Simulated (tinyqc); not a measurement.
Scan in temperature at fixed frequency: admittance spectroscopy and thermally stimulated current of one trap level in a depletion layer. Computed by tinyqc, a small Python program. Command: `OMP_NUM_THREADS=1 python tinyqc.py 3113229 3113230 out.jsonl admit walk`. One thread of a shared host (Intel(R) Xeon(R) Processor @ 2.30GHz), about 0.01 s of CPU time with the checks.

A Schottky junction on n-type material holds one donor-like electron trap; shallow donors are fully ionised and abrupt depletion edges are assumed.

Inputs (values chosen for the exercise, modelled on n-type GaAs): dielectric constant eps = 13.1; density-of-states mass m = 0.0652 m_0; shallow doping N = 4.2e+16 1/cm^3; trap density N_t = 8.4e+15 1/cm^3; trap depth E_t below the band = 0.593 eV; capture cross section sigma = 4.5e-16 cm^2; band bending V_b = 0.85 V; test frequency f = 20000 Hz.

Constants: k_B = 1.380649e-23 J/K; m_0 = 9.1093837015e-31 kg; h = 6.62607015e-34 J s; k_B = 8.617333262e-05 eV/K; eps_0 = 8.8541878128e-12 F/m; e = 1.602176634e-19 C.

Method:
- N_c = 2 (2 pi m k_B T/h^2)^(3/2), v_th = sqrt(3 k_B T/m), emission rate e_n = sigma v_th N_c exp(-E_t/(k_B T)).
- Where the level crosses the Fermi level capture equals emission, so the trap follows the signal with the rate 2 e_n; G/omega peaks at omega = 2 e_n (the correction for large N_t/N is left out).
- Solve 2 e_n(T_p) = 2 pi f.
- With E_c - E_F = k_B T_p ln(N_c/N): lambda = sqrt(2 eps eps_0 (E_t - (E_c - E_F))/(e^2 N)); traps are empty and charged for x < x_t = w - lambda, and V_b = e (N w^2 + N_t x_t^2)/(2 eps eps_0). High frequency: C_hf = eps eps_0/w. Low frequency: C_lf = eps eps_0 (N + N_t)/(N w + N_t x_t).
- With x = omega/(2 e_n): C = C_hf + (C_lf - C_hf)/(1 + x^2), G/omega = (C_lf - C_hf) x/(1 + x^2); C_hf and C_lf are held at their values at T_p.

peak temperature T_p = 530.674 K

C_hf = 68.2442 nF/cm^2

C_lf = 77.7248 nF/cm^2

Admittance:
```
T (K)  omega/(2 e_n)  C (nF/cm^2)  G/omega (nF/cm^2)
467.0         7.5663       68.407             1.2315
488.2         3.6511       68.906             2.4154
504.1         2.1953       69.873             3.5764
520.1         1.3551       71.587             4.5295
530.7         0.9993       72.988             4.7403
541.3         0.7451       74.340             4.5423
557.2         0.4893       75.894             3.7426
578.4         0.2887       76.995             2.5268
605.0         0.1564       77.498             1.4475
```

The peak of G/omega is half the step, 4.74 nF/cm^2. Its full width is near 2 ln(2 + sqrt3) k_B T_p^2/(E_t + 2 k_B T_p) = 93.4 K.

Extremes, crossings and ranges named in words are read from the listed rows.
